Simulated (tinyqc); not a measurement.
Standing waves and exposure in a photoresist film, step by step. Values are carried at full precision from step to step, so a last printed digit may differ when a step is redone from the rounded ones.

Normal incidence from air. Unexposed resist: N1 = n1 + i k1 with k1 = (A + B) lam/(4 pi), lam in micrometres. r01 = (1 - N1)/(1 + N1), t01 = 2/(1 + N1). Below the resist lie the layer Na = na + i ka and the substrate Ns = ns + i ks: r12 = (r1a + ras x)/(1 + r1a ras x), x = exp(4 pi i Na da/lam), r1a = (N1 - Na)/(N1 + Na), ras = (Na - Ns)/(Na + Ns). With p = exp(2 pi i N1 d/lam), the field at depth z is E(z) = t01 [exp(2 pi i N1 z/lam) + r12 p^2 exp(-2 pi i N1 z/lam)]/(1 + r01 r12 p^2), the relative intensity I(z) = n1 |E(z)|^2 and the reflectance R = |(r01 + r12 p^2)/(1 + r01 r12 p^2)|^2.

Parameters, chosen for this exercise (a resist on Al, indices near tabulated ones; the results hold for these values, not for the real material):
```
symbol  value  unit          meaning
lam     193    nm            vacuum wavelength
n1      1.71                 resist index
A       0.11   1/micrometre  bleachable absorption (Dill A)
B       0.48   1/micrometre  fixed absorption (Dill B)
d       134    nm            resist thickness
ns      0.109                substrate n
ks      2.196                substrate k
na      1.769                n of the bottom antireflection layer
ka      0.301                its k
da      63     nm            its thickness
C       0.034  cm^2/mJ       exposure rate (Dill C)
D       40     mJ/cm^2       incident dose
Ld      20     nm            diffusion length of the post-exposure bake
```

## Interface coefficients

Form N1, r01, t01 and r12.

N1 = 1.71000+0.00906i
r01 = -0.2620-0.0025i
t01 = 0.7380-0.0025i
r12 = 0.1434-0.2539i
|r12|^2 = 0.0850

Next to the bottom the intensity swings by a factor ((1 + |r12|)/(1 - |r12|))^2 = 3.32 between antinode and node; without the layer |r12|^2 would be 0.8990.

## Round trip and reflectance

Form p^2, the denominator and R; the period of the standing wave is lam/(2 n1).

p^2 = -0.6513+0.6554i
1 + r01 r12 p^2 = 0.9815-0.0681i
R = 0.1051
period = 56.43 nm

The film holds 2.37 periods.

## Intensity and exposure over the lowest period

Nine depths from d - period to d. Without bleaching during the exposure the share of unexposed compound is m = exp(-C D I).

Profile:
```
z (nm)      I      m
77.6    1.247  0.183
84.6    0.850  0.315
91.7    0.534  0.484
98.7    0.482  0.519
105.8   0.723  0.374
112.8   1.114  0.220
119.9   1.423  0.144
126.9   1.467  0.136
134.0   1.219  0.190
```

I runs from 0.482 to 1.467 on these points, so m runs from 0.136 to 0.519; the least exposed point listed lies 35.3 nm above the bottom.

## Smoothing by the bake

Gaussian diffusion of length Ld multiplies a cosine of period L by exp(-2 pi^2 Ld^2/L^2). Give that factor, and the Ld that leaves 10 %.

factor = 0.0838
Ld for 10 % = 19.27 nm

## Checks

- R against the transfer-matrix product: both 0.10506.

Computed by tinyqc, a small Python program: `OMP_NUM_THREADS=1 python tinyqc.py 1682794 1682795 out.jsonl` (the numbers bound the seed that draws the inputs); one thread of a shared host (Intel(R) Xeon(R) Processor @ 2.30GHz), about 0.01 s for the whole set of steps.
